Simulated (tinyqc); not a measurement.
Donor or exciton in a quantum well (variational effective-mass method). The trial binding against the radius. Computed by tinyqc, a small Python program. Command: `OMP_NUM_THREADS=1 python tinyqc.py 3022763 3022764 out.jsonl welldonor sweep`. One thread of a shared host (Intel(R) Xeon(R) Processor @ 2.30GHz), about 0.2 s of CPU time with the checks.

H = -nabla^2 - 2/|r - r_i| + V(z) in effective units; trial function psi = f(z) exp(-|r - r_i|/lambda), f the ground state of the well. Mass and screening are the same in well and barrier; l = L/a* is the width in effective units. Bands are flat: no polarisation or applied field.

Inputs (values chosen for the exercise, modelled on ZnSe):

| quantity | value | unit |
|---|---|---|
| electron mass m | 0.147 | m_0 |
| dielectric constant eps | 9.04 | - |
| well width L | 1.7 | nm |
| donor position z_i/L from the centre | 0.1 | - |
| barrier height V_0 | 0.14 | eV |

Centre: donor. Barriers: finite.

Constants: Ry = 13.605693123 eV; a_0 = 0.529177210903 angstrom.

Method:
- Ry* = Ry m/eps^2, a* = a_0 eps/m; l = L/a*.
- k solves k tan(k l/2) = sqrt(v - k^2), v = V_0/Ry*, 0 < k l/2 < pi/2 (bisection); f = cos(k z) inside and cos(k l/2) exp(-kappa (|z| - l/2)) outside, kappa = sqrt(v - k^2); subband energy k^2 Ry*.
- Binding E_b(lambda) = -1/lambda^2 + 4 A/(lambda B), with A = int f^2 exp(-2 s/lambda) dz, B = int f^2 exp(-2 s/lambda)(1 + 2 s/lambda) dz and s = |z - z_i|; 40 Gauss-Legendre points on each piece between the walls at z = -l/2 and l/2 and z_i, and out to 12/(kappa + 1/lambda) beyond the walls.

One run for each value:

| trial radius lambda (a*) | E_b(lambda) (Ry*) | B (a*) |
|---|---|---|
| 0.4 | -0.4944 | 0.56354 |
| 0.6 | 1.3132 | 0.69760 |
| 0.8 | 1.6654 | 0.78564 |
| 1.0 | 1.6904 | 0.84641 |
| 1.4 | 1.5352 | 0.92254 |
| 1.6 | 1.4431 | 0.94728 |
| 1.8 | 1.3558 | 0.96658 |
| 2.0 | 1.2756 | 0.98192 |

Give the missing row, trial radius lambda (a*) = 1.2.

Computed row:
```
trial radius lambda (a*)  E_b(lambda) (Ry*)   B (a*)
1.2                                  1.6249  0.89010
```

Interpolating between the two neighbouring rows (linearly) misses most in E_b(lambda) (Ry*), by 0.74 %. Over the rows, E_b(lambda) (Ry*) goes from -0.494 through a maximum among these rows, 1.69 at 1.00, to 1.28; B (a*) rises from 0.564 to 0.982 (exponent d ln y / d ln x 0.53 between the first rows and 0.15 between the last). A small radius costs kinetic energy as 1/lambda^2 and a large one loses attraction.

Caution (all rows): so narrow a well has large confinement energy, where non-parabolicity and barrier penetration matter.

Extremes, crossings and ranges named in words are read from the listed rows.
